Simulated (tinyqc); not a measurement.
Worked calculation: dopants and charged point defects at anneal temperature: Fermi-level effect, clustering and pairing. Computed by tinyqc, a small Python program that keeps every step. Command: `OMP_NUM_THREADS=1 python tinyqc.py 3020415 3020416 out.jsonl pairing walk`. One thread of a shared host (Intel(R) Xeon(R) Processor @ 2.30GHz), about 0.03 s of CPU time with the checks. Intermediate numbers are printed to about 6 digits and carried at full precision; extremes and crossings named in words are read from the listed rows.

Boltzmann statistics and full ionisation of active dopants. Energies are counted from the valence band; the defect (a vacancy or self-interstitial) has five charge states, with all degeneracy factors one.

Inputs (values chosen for the exercise, with bands modelled on InP):
```
quantity,value,unit
gap at 0 K E_g0,1.43,eV
Varshni alpha,0.000371,eV/K
Varshni beta,159,K
electron mass m_e,0.08,m_0
valleys M_c,1,-
hole mass m_h,0.604,m_0
anneal temperature T,1060,K
total dopant density N,2e+20,cm^-3
formation enthalpy of the neutral defect H_f,3.67,eV
formation entropy S_f,8.1,k_B
site density N_s,2.5e+22,cm^-3
intrinsic dopant diffusivity D_i,8.7e-14,cm^2/s
anneal time t,900,s
dopant atoms per cluster k,4,-
cluster binding energy E_b,1.82,eV
```

Dopant: acceptor. Second part: clustering of the dopant.

defect levels as fractions of E_g(T): (2+/+), (+/0), (0/-), (-/2-): [0.092, 0.27, 0.67, 0.76]

Constants: m_0 = 9.1093837015e-31 kg; k_B = 1.380649e-23 J/K; h = 6.62607015e-34 J s; k_B = 8.617333262e-05 eV/K.

## The host at the anneal temperature

E_g = E_g0 - alpha T^2/(T + beta). N_c = 2 M_c (2 pi m_e k_B T/h^2)^(3/2) and N_v = 2 (2 pi m_h k_B T/h^2)^(3/2), masses in units of m_0. n_i = sqrt(N_c N_v) exp(-E_g/2 k_B T); E_i = E_g/2 + (k_B T/2) ln(N_v/N_c).

E_g = 1.08803 eV

k_B T = 0.0913437 eV

n_i = 4.45050e+16 cm^-3

E_i = 0.682509 eV

effective density of states N_b of the majority band = 7.82356e+19 cm^-3

## Active and clustered dopant

p = A/2 + sqrt(A^2/4 + n_i^2) for an active density A. k ionised dopants and k carriers form one neutral cluster: C = N_s (A/N_s)^k (p/N_b)^k exp(E_b/k_B T), N_b the effective density of states of the majority band, and N = A + k C (60 bisections in ln A between ln N - 90 and ln N).

active density A = 5.13502e+19 cm^-3

clusters C = 3.71625e+19 cm^-3

active share = 0.256751

74 % of the dopant is lost to clusters.

## Carrier density and Fermi level

chi = n/n_i (for acceptors n_i/p); E_F = E_i + k_B T ln chi; field enhancement h = 1 + A/sqrt(A^2 + 4 n_i^2).

p = 5.13502e+19 cm^-3

chi = 8.66696e-04

E_F = 0.0384608 eV

field enhancement h = 2.00000

The doping is 1150 n_i: extrinsic conditions.

## Charged defects

C_0 = N_s exp(S_f/k_B) exp(-H_f/k_B T). Ratios to the neutral state at E_F = E_i: r_+ = exp((E(+/0) - E_i)/k_B T), r_2+ = r_+ exp((E(2+/+) - E_i)/k_B T), r_- = exp((E_i - E(0/-))/k_B T), r_2- = r_- exp((E_i - E(-/2-))/k_B T); at other E_F state q scales as chi^(-q). The enhancement is sum r_q chi^(-q)/sum r_q. The charge on the defects is left out of neutrality.

neutral defects C_0 = 2.92875e+08 cm^-3

Charge states:
```
state,ratio r,intrinsic (cm^-3),doped (cm^-3)
2+,2.41358e-05,7.06876e+03,9.41043e+09
+,1.41819e-02,4.15351e+06,4.79235e+09
0,1.00000e+00,2.92875e+08,2.92875e+08
-,6.01227e-01,1.76084e+08,1.52611e+05
2-,1.23737e-01,3.62395e+07,2.72218e+01
```

all defects, doped = 1.44958e+10 cm^-3

enhancement over intrinsic = 28.4589

mean charge = 1.62896 e

Doping leaves the neutral state alone and multiplies the total by 28.5; the most common state is 2+ (in intrinsic material 0).

## Dopant diffusivity

If every charge state of the defect carries the dopant equally well, D = D_i x enhancement x h x (active share A/N, a rough stand-in that overstates the dA/dN which immobile clusters call for), D_i being an input held fixed when T or H_f is moved; diffusion length 2 sqrt(D t).

effective diffusivity D = 1.27139e-12 cm^2/s

D/D_i = 14.6137

diffusion length = 676.536 nm

## Against doping

chi = n/n_i; h = 1 + A/sqrt(A^2 + 4 n_i^2); the dopant diffusivity over its intrinsic value is D/D_i = enhancement x h x A/N, if every charge state carries the dopant equally well.

Trend at the anneal temperature:
```
N (cm^-3),active A (cm^-3),chi,defect enhancement,mean charge,D/D_i
1.30e+15,1.30000e+15,9.85502e-01,0.9931,-0.47387,1.0076
6.50e+15,6.50000e+15,9.29637e-01,0.9666,-0.45058,1.0370
3.10e+16,3.10000e+16,7.10637e-01,0.8681,-0.35249,1.1536
1.50e+17,1.50000e+17,2.74366e-01,0.7051,-0.10703,1.3115
7.30e+17,7.30000e+17,6.07409e-02,0.7343,0.16377,1.4631
3.50e+18,3.50000e+18,1.27137e-02,1.3066,0.61890,2.6129
1.70e+19,1.69788e+19,2.62120e-03,5.7067,1.25287,11.3990
8.30e+19,4.35094e+19,1.02288e-03,21.8111,1.58173,22.8672
4.00e+20,5.70075e+19,7.80687e-04,33.7905,1.65683,9.6316
```

Well below n_i = 4.45e16 cm^-3 chi and the enhancement are near 1. At any doping d ln(enhancement)/d ln chi equals minus the mean charge, which goes from -0.47 to +1.66 over the rows. The defect density first falls, because doping removes the states with the sign of the ionised dopant before it feeds the opposite ones. Clustering bends A over: its exponent in N falls to 0.17, towards 1/(2k) = 0.125, and D/D_i peaks at N = 8.3e19 cm^-3.

## Activation against anneal temperature

The formulas are those given above.

Equilibrium activation:
```
T (K),n_i (cm^-3),active A (cm^-3),clusters C (cm^-3),active share
640,1.05856e+14,7.08784e+18,4.82280e+19,0.035439
740,7.95886e+14,1.37401e+19,4.65650e+19,0.068701
850,4.35843e+15,2.40192e+19,4.39952e+19,0.120096
950,1.48360e+16,3.58908e+19,4.10273e+19,0.179454
1060,4.45050e+16,5.13502e+19,3.71625e+19,0.256751
1170,1.10263e+17,6.88042e+19,3.27990e+19,0.344021
1270,2.21919e+17,8.58850e+19,2.85288e+19,0.429425
```

The active share goes from 0.0354 at 640 K to 0.429 at 1270 K, so a layer activated by a hot, short anneal is metastable and deactivates in later, cooler steps if the dopant can move. Over the first three rows, where most dopant is clustered, a fit of ln A rises with slope 0.272 eV against -1/k_B T, near E_b/(2k) = 0.228 eV plus 0.75 k_B T.

Checks made by the program: conservation of the dopant (relative difference below 1e-10); ratios against Boltzmann factors of formation energies at E_F (relative difference below 1e-10).
